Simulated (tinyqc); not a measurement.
Metal-interlayer-semiconductor contact, depinning against tunnelling resistance: one step of the calculation.

Zero bias, n-type semiconductor. Gap states at the semiconductor surface thin out as exp(-be ti), which unpins the barrier; electrons must then cross the interlayer (a rectangular barrier, no voltage drop across it) and the parabolic depleted layer, both by WKB. Energies E are counted from the Fermi level; no image force, parabolic bands.

Problem. Pinning, barrier and scales. S = 1/(1 + (1/S0 - 1) exp(-be ti)); phiB = S (phiM - chi) + (1 - S)(Eg - E0); xi = Ec - EF deep inside, from Nd = Nc F(-xi/Vt), F(x) = (2/sqrt(pi)) int_0^infinity sqrt(u) du/(1 + exp(u - x)); band bending U = phiB - xi; E00 = (hbar/2) sqrt(Nd/(eps0 eps_r mt m0)) in volts; A = 4 pi q mA m0 kB^2/h^3.

Inputs (values chosen for the exercise); semiconductor values close to those of germanium; interlayer mass of the order of that in silicon dioxide, offset chosen freely:
- T = 300 K (temperature)
- Eg = 0.647 eV (band gap)
- eps_r = 16.6 (relative permittivity)
- chi = 3.88 eV (electron affinity)
- Nc = 1.04e19 cm^-3 (conduction-band density of states at T)
- mt = 0.124 m0 (tunnelling mass in the semiconductor)
- mA = 1.12 m0 (Richardson mass)
- Nd = 3.4e18 cm^-3 (donor density)
- E0 = 0.087 eV (charge-neutrality level above the valence band)
- S0 = 0.049 (pinning factor without interlayer)
- phiM = 4.05 eV (metal work function)
- ti = 0.2 nm (interlayer thickness)
- be = 5.6 1/nm (decay constant of gap states through the interlayer)

Constants: q = 1.602176634e-19 C, kB = 1.380649e-23 J/K, eps0 = 8.8541878128e-12 F/m, hbar = 1.054571817e-34 J s, h = 6.62607015e-34 J s, m0 = 9.1093837015e-31 kg, Vt = kB T/q. Results are converted to the units shown.

Find: S; phiB; xi; U; E00; A.

Solution.

S = 0.13638
phiB = 0.50681 eV
xi = 0.025929 eV
U = 0.48088 eV
E00 = 0.023862 eV
A = 134.59 A/(cm^2 K^2)

Numbers from tinyqc (`OMP_NUM_THREADS=1 python tinyqc.py 2270046 2270047 out.jsonl`; about 0.02 s on one thread of a shared Intel Xeon 2.30GHz).
